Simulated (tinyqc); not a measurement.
From rigid to soft shells: rigid-ion and shell models of the dielectric response of an ionic crystal. Computed by tinyqc, a small Python program. Command: `OMP_NUM_THREADS=1 python tinyqc.py 3017928 3017929 out.jsonl shell walk`. One thread of a shared host (Intel(R) Xeon(R) Processor @ 2.30GHz), about 0.01 s of CPU time with the checks.

Charges +Z and -Z; 6 nearest neighbours, Madelung constant M = 1.747565, volume per ion pair Omega = 2.000000 d^3. Energy per pair U = -M Z^2 e2/d + 6 A exp(-d/rho), e2 = e^2/(4 pi eps_0). In the shell model the anion is a core of charge Y - Z and a massless shell of charge -Y, joined by the spring k; the repulsion acts on the shell. Each ion feels the Lorentz field E + (4 pi/3) P (Gaussian units).

Inputs (values chosen for the exercise, for a model crystal): nearest-neighbour distance d = 2.69 angstrom; ionic charge Z = 1 e; hardness d/rho = 9.55; cation mass = 95 u; anion mass = 32.06 u; shell charge size Y = 2.13 e; core-shell spring k = 25 eV/angstrom^2; cation polarisability alpha_+ = 0.81 angstrom^3.

Structure: rock salt.

Constants: e^2/(4 pi eps_0) = 14.39964548 eV angstrom; 1 eV/angstrom^3 = 160.2176634 GPa; nu for 1 eV/(angstrom^2 u) = 15.6333042 THz; 1 THz = 33.35640952 1/cm.

Method:
- Zero pressure fixes 6 A exp(-d/rho) = M Z^2 e2 rho/d^2. Then U = -(M Z^2 e2/d)(1 - rho/d), B = M Z^2 e2 (d/rho - 2)/(9 Omega d), and the spring of one sublattice against the other is R = (1/3) x (Laplacian of the repulsion summed over neighbours) = M Z^2 e2 (d/rho - 2)/(3 d^3), so R = 3 B Omega/d^2.
- With C = 4 pi Z^2 e2/(3 Omega): mu lambda_TO = R - C, mu lambda_LO = R + 2 C; eps_inf = 1 and eps_s = lambda_LO/lambda_TO.
- lambda in eV/(angstrom^2 u) gives the wavenumber 15.6333042 x 33.35640952 x sqrt(lambda); mu is the reduced mass.
- Eliminating the shell gives the anion polarisability alpha_- = Y^2 e2/(k + R), the Szigeti charge Z_S = Z - Y R/(k + R) and the softened spring R' = k R/(k + R). With b = 4 pi (alpha_+ + alpha_-)/(3 Omega): eps_inf = (1 + 2b)/(1 - b) (Clausius-Mossotti); Born charge Z* = Z_S (eps_inf + 2)/3.
- mu lambda_TO = R' - (4 pi e2/(3 Omega)) Z_S^2/(1 - b); mu lambda_LO = mu lambda_TO + 4 pi e2 Z*^2/(eps_inf Omega); eps_s = eps_inf lambda_LO/lambda_TO.

repulsive spring R = 3.25352 eV/angstrom^2

volume Omega = 38.9302 angstrom^3

omega_LO, rigid ions = 268.445 1/cm

Response against the core-shell spring:
```
k (eV/angstrom^2)  eps_inf      Z_S      Z*  omega_TO (1/cm)  omega_LO (1/cm)   eps_s
20                  2.9136  0.70198  1.1497           132.51           203.67  6.8832
25                  2.5177  0.75472  1.1365           132.60           211.27  6.3916
32                  2.2049  0.80342  1.1261           132.67           218.92  6.0040
45                  1.9105  0.85638  1.1163           132.73           228.06  5.6400
65                  1.7044  0.89847  1.1094           132.78           236.03  5.3856
100                 1.5513  0.93288  1.1043           132.81           243.09  5.1968
200                 1.4158  0.96590  1.0998           132.84           250.39  5.0300
750                 1.3204  0.99080  1.0966           132.86           256.28  4.9125
```

From the stiffest to the softest shell eps_inf rises from 1.32 to 2.91 and Z_S falls from 0.99 to 0.70; omega_LO moves by -21 % and omega_TO by -0.3 %. Screening by eps_inf cuts the LO frequency, which rigid ions overstate (rigid ions: 268 per cm); eps_s goes from 4.91 to 6.88.
